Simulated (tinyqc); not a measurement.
Width of the well: optical transitions of a finite quantum well.

Each carrier sees a square well of width L with its own depth V and masses m (inside), mb (outside); c = hbar^2/2m0, k = sqrt(m E/c), kappa = sqrt(mb (V - E)/c), and level n solves k L + 2 atan[(k/m)/(kappa/mb)] = n pi. The envelope is cos(kz) for odd n and sin(kz) for even n inside, joins exp(-kappa (|z| - L/2)) outside, and is normalised to 1. Excitons and band mixing are left out.

Constants: hbar^2/2m0 = 3.80998211 eV angstrom^2; hc = 1239.841984 eV nm.

Values chosen for the exercise (near those of a GaAs well in AlGaAs; the results hold for these values, not for the real material):
```
symbol  value                           unit      meaning
Eg      1.524                           eV        gap of the well
Vc      0.211                           eV        conduction offset
Vv      0.114                           eV        valence offset
me      0.066                           m0        electron, well
meb     0.0886                          m0        electron, barrier
mh      0.346                           m0        heavy hole along z, well
mhb     0.409                           m0        heavy hole, barrier
ml      0.0899                          m0        light hole along z, well
mlb     0.1123                          m0        light hole, barrier
Ls      (34, 44, 56, 70, 88, 117, 164)  angstrom  widths
```

Edge wavelength hc/(Eg + e1 + hh1), squared e1-hh1 overlap, lh1 - hh1, and the 1-2 intersubband energy with f_12 = (m1/c) E12 z_12^2, 1/m1 = <1|1/m|1> (dash: e2 unbound).

Results:
```
L (angstrom)  edge (nm)  overlap^2  lh1 - hh1 (meV)  E12 (meV)   f_12
34                745.9     0.9412             30.2          -      -
44                760.4     0.9560             27.2          -      -
70                782.3     0.9753             19.0      128.5  0.958
88                790.5     0.9818             15.0      100.9  0.985
117               798.2     0.9879             10.5       69.1  0.977
164               804.5     0.9928              6.6       41.4  0.968
```

Give the missing row, L (angstrom) = 56.

Computed row:
```
L (angstrom)  edge (nm)  overlap^2  lh1 - hh1 (meV)  E12 (meV)   f_12
56                772.6     0.9671             23.2      144.8  0.597
```

The edge tunes from 746 to 805 nm, towards hc/Eg = 814 nm, while the overlap goes from 0.941 to 0.993. e2 binds at L = pi sqrt(c/(me Vc)) = 52.0 angstrom; f_12 starts from zero there and is 0.597 at 56 angstrom, the rest going to the continuum; among the widths listed it peaks at 0.985 (88 angstrom) and is 0.968 in the widest well, against 0.961 for hard walls.

Program tinyqc; command `OMP_NUM_THREADS=1 python tinyqc.py 1252193 1252194 out.jsonl`; about 0.08 s on one thread of a shared Intel(R) Xeon(R) Processor @ 2.30GHz.
